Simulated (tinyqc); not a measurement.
From thickness after both steps x2 back to time of step 2, t2: Deal-Grove kinetics of thermal oxidation of silicon. Computed by tinyqc, a small Python program. Command: `OMP_NUM_THREADS=1 python tinyqc.py 3022402 3022403 out.jsonl oxide inv`. One thread of a shared host (Intel(R) Xeon(R) Processor @ 2.30GHz), about 0.5 s of CPU time with the checks.

Oxidant diffuses through the oxide and reacts at the interface, so that dx/dt = B/(A + 2x) for the oxide thickness x.

Inputs (values chosen for the exercise, close to those used for silicon):
```
quantity                       value    unit
prefactor B0                     402  um^2/h
activation energy E_B          0.774      eV
prefactor (B/A)0            1.74e+08    um/h
activation energy E_A           2.07      eV
temperature T                    850       C
oxidant pressure p               0.5     atm
pressure exponent m of B/A         1       -
initial oxide x_i               0.05      um
time t                          0.14       h
temperature of step 2, T2       1000       C
```

Ambient: steam. Surface: (111). Extension: second step.

Constants: k_B = 8.617333262e-05 eV/K.

Method:
- B = B0 p exp(-E_B/(k_B T)), B/A = (B/A)0 p^m exp(-E_A/(k_B T)), p in atm; A = B/(B/A).
- Temperatures in kelvin are T(C) + 273.15.
- tau = (x_i^2 + A x_i)/B and x = (A/2) [sqrt(1 + 4 B (t + tau)/A^2) - 1], the root of x^2 + A x = B (t + tau).
- Silicon consumed is 0.44 times the oxide grown; the rate is B/(A + 2x).
- Step 2 starts from the thickness x of step 1, with B and A at T2: tau2 = (x^2 + A2 x)/B2 and x2 = (A2/2) [sqrt(1 + 4 B2 (t2 + tau2)/A2^2) - 1].

Problem. A run gave the result below. Find the time of step 2, t2, known to lie between 0.22 and 0.36 h.

thickness after both steps x2 = 0.1433805 um

Solution.

Each step takes the trial c = (a f_b - b f_a)/(f_b - f_a), f being the result less the target and a, b, c the logarithms of the listed values; c replaces end b, the old b replaces a if the sign of f changed, and otherwise f_a is halved.

Scan of the range:
```
time of step 2, t2 (h)  thickness after both steps x2 (um)
0.220                                             0.132216
0.239                                             0.137881
0.259                                             0.143728
0.281                                             0.150031
0.305                                             0.156763
0.332                                             0.164166
0.360                                             0.171667
```

False position (Illinois rule, in the logarithm of the input) inside the bracket:
```
step     end a     end b     trial  thickness after both steps x2 (um)
1     0.239000  0.259000  0.257766                            0.143371
2     0.259000  0.257766  0.257800                            0.143380
3     0.259000  0.257800  0.257800                            0.143381
4     0.257800  0.257800  0.257800                            0.143380
```

Thickness after both steps x2 rises at every point of a 13-point scan of the range (every second point is shown), so one value fits; it is bracketed by 0.239 and 0.259. Answer: time of step 2, t2 = 0.2578 h.
